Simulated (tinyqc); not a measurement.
From results back to parameters: free-carrier optics of a doped semiconductor (Drude model with one polar phonon). Five cases, with inputs chosen for the exercise.

Problem. The upper coupled mode solves E^4 - (wL^2 + Ep^2) E^2 + Ep^2 wT^2 = 0 with wL = wT sqrt(es/ei); N is hidden.

eps(E) = ei [1 - Ep^2/(E^2 + i E Gam)] + (es - ei) wT^2/(wT^2 - E^2 - i E gT), with Ep^2 = 8 pi c (e^2/(4 pi eps0)) N/(m ei), c = hbar^2/2m0, N in 1/angstrom^3 (1e-24 per 1/cm^3); Gam = hbar/tau, tau = mu m m0/e with m0/e = 5.685630e-12 kg/C and mu in m^2/(V s). Energies in meV.

Constants: hbar^2/2m0 = 3.80998211 eV angstrom^2; e^2/(4 pi eps0) = 14.39964547 eV angstrom.

Find: Ep; N; L-.

Method. Ep^2 = L+^2 (L+^2 - wL^2)/(L+^2 - wT^2); the product of the roots gives L- = Ep wT/L+.

Case 1.

Values chosen (mass and dielectric values near those of GaAs; N and mu are free inputs; interband absorption and the rise of the mass with filling are left out; the results hold for these values, not for the real material): m = 0.0714 m0 (conductivity mass); ei = 10.7 (high-frequency dielectric constant); wT = 33.1 meV (TO phonon); es = 12.46 (static dielectric constant).

L+ = 81.9310 meV

Solution.

Ep = 80.61 meV
N = 3.60e+18 1/cm^3
L- = 32.56 meV

Case 2.

Values chosen (mass and dielectric values near those of InAs; N and mu are free inputs; interband absorption and the rise of the mass with filling are left out; the results hold for these values, not for the real material): m = 0.0272 m0 (conductivity mass); ei = 12.63 (high-frequency dielectric constant); wT = 27.1 meV (TO phonon); es = 15.48 (static dielectric constant).

L+ = 31.4927 meV

Solution.

Ep = 18.79 meV
N = 8.80e+16 1/cm^3
L- = 16.17 meV

Case 3.

Values chosen (mass and dielectric values near those of SiC; N and mu are free inputs; interband absorption and the rise of the mass with filling are left out; the results hold for these values, not for the real material): m = 0.394 m0 (conductivity mass); ei = 6.58 (high-frequency dielectric constant); wT = 97.4 meV (TO phonon); es = 9.67 (static dielectric constant).

L+ = 124.8440 meV

Solution.

Ep = 64.82 meV
N = 7.90e+18 1/cm^3
L- = 50.57 meV

Case 4.

Values chosen (mass and dielectric values near those of GaP; N and mu are free inputs; interband absorption and the rise of the mass with filling are left out; the results hold for these values, not for the real material): m = 0.367 m0 (conductivity mass); ei = 9.07 (high-frequency dielectric constant); wT = 45.3 meV (TO phonon); es = 11.12 (static dielectric constant).

L+ = 52.0204 meV

Solution.

Ep = 28.05 meV
N = 1.90e+18 1/cm^3
L- = 24.43 meV

Case 5.

Values chosen (mass and dielectric values near those of InAs; N and mu are free inputs; interband absorption and the rise of the mass with filling are left out; the results hold for these values, not for the real material): m = 0.0281 m0 (conductivity mass); ei = 12.37 (high-frequency dielectric constant); wT = 26.8 meV (TO phonon); es = 15.28 (static dielectric constant).

L+ = 37.6076 meV

Solution.

Ep = 32.73 meV
N = 2.70e+17 1/cm^3
L- = 23.32 meV

Computed by tinyqc, one run a case: `OMP_NUM_THREADS=1 python tinyqc.py N N+1 out.jsonl` with N = 1651444, 1651489, 1651545, 1651572, 1651597; one thread of a shared Intel(R) Xeon(R) Processor @ 2.30GHz, about 0.01 s a run at most.
